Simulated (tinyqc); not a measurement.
Slater-Koster d bands of an fcc metal, step by step. Values are carried at full precision from step to step, so a last printed digit may differ when a step is redone from the rounded ones.

Slater-Koster d bands. For a bond with direction cosines (l, m, n) the 5 x 5 block is dds Ps + ddp Pp + ddd (1 - Ps - Pp), the projectors on sigma, pi and delta states about the bond; for instance <xy|xy> = 3 l^2 m^2 dds + (l^2 + m^2 - 4 l^2 m^2) ddp + (n^2 + l^2 m^2) ddd, <xy|yz> = 3 l m^2 n dds + l n (1 - 4 m^2) ddp + l n (m^2 - 1) ddd and <3z2-r2|3z2-r2> = (n^2 - (l^2 + m^2)/2)^2 dds + 3 n^2 (l^2 + m^2) ddp + (3/4)(l^2 + m^2)^2 ddd. H(k) sums the blocks times cos(k.R) over the neighbours; the d level is the zero of energy; k in 2 pi/a.

Values chosen for the exercise (of the size met in Cu; shifted at random, so the results belong to these values and not to a real crystal): dds = -0.368 eV (dd sigma); ddp = 0.236 eV (dd pi); ddd = -0.055 eV (dd delta); k = (0.86, 0.02, 0.38) 2 pi/a (wave vector); Nd = 9 (d electrons per atom).

## The block of one bond

Direction (1,1,0)/sqrt2; its eigenvalues must be dds once, ddp twice and ddd twice.

block (eV), rows xy, yz, zx, x2-y2, 3z2-r2 and columns alike:
```
[[-0.2898, 0, 0, 0, 0.1355],
 [0, 0.0905, 0.1455, 0, 0],
 [0, 0.1455, 0.0905, 0, 0],
 [0, 0, 0, 0.2360, 0],
 [0.1355, 0, 0, 0, -0.1333]]
```

## Levels at Gamma

Neighbours: twelve at (a/2)(1,1,0) and equivalents.

Summing the blocks at k = 0 gives E(t2g) = 3 dds + 4 ddp + 5 ddd, E(eg) = 1.5 dds + 6 ddp + 4.5 ddd.

levels (eV): t2g (threefold) -0.4350, eg (twofold) 0.6165

The t2g level lies lower, by 1.0515 eV.

## The Hamiltonian at one k

Sum over the neighbours.

H(k) (eV), rows xy, yz, zx, x2-y2, 3z2-r2 and columns alike:
```
[[1.0590, -0.2304, -0.0340, 0, -0.0145],
 [-0.2304, -0.8733, -0.0156, -0.0274, 0.0158],
 [-0.0340, -0.0156, 0.1921, 0.1859, 0.1073],
 [0, -0.0274, 0.1859, -0.8581, 0.4480],
 [-0.0145, 0.0158, 0.1073, 0.4480, 0.5010]]
```

## Levels and character

Diagonalise H; t2g is xy, yz, zx and eg the other two.

levels (eV): [-1.0172, -0.8945, 0.1596, 0.6848, 1.0882]

weights, rows t2g, eg; columns band 1, band 2, band 3, band 4, band 5:
```
[[0.066, 0.949, 0.890, 0.097, 0.998],
 [0.934, 0.051, 0.110, 0.903, 0.002]]
```

## Levels at points of symmetry

Coordinates: G (0, 0, 0), X (1, 0, 0), W (1, 0.5, 0), L (0.5, 0.5, 0.5), K (0.75, 0.75, 0); the others lie half way.

Levels (eV):
```
k        band 1  band 2  band 3  band 4  band 5
G        -0.435  -0.435  -0.435   0.617   0.617
G-X 0.5  -1.159  -0.533   0.362   0.362   0.944
X        -1.883  -1.683   1.159   1.159   1.272
W        -0.944  -0.362  -0.362   0.533   1.159
L        -1.164  -0.434  -0.434   1.016   1.016
L-G 0.5  -0.799  -0.161  -0.161   0.543   0.543
K        -1.357  -0.814   0.454   0.704   1.036
```

On these points the bands run from -1.883 (X) to 1.271 eV (X).

## Second moment and the rectangular band

mu2 = z (dds^2 + 2 ddp^2 + 2 ddd^2)/5 per orbital, with z = 12. A rectangular band with the same mu2 has width W = sqrt(12 mu2), Fermi level W (Nd/10 - 1/2) and bond energy -W Nd (10 - Nd)/20 (Friedel).

mu2 = 0.6069 eV^2
W = 2.6986 eV
Fermi level = 1.0794 eV
bond energy per atom = -1.2144 eV

The bond energy is the attractive part alone; the repulsion between atoms, left out, cancels a large share of it in the cohesive energy.

## Checks

- Levels at Gamma from the formulas against H(0): they agree to 1e-10 or better.
- Second moment from the formula against the mean square level on the mesh: both 0.606878.

(tinyqc, `OMP_NUM_THREADS=1 python tinyqc.py 1482327 1482328 out.jsonl`, Intel(R) Xeon(R) Processor @ 2.30GHz, 1 thread, shared host, about 0.05 s.)
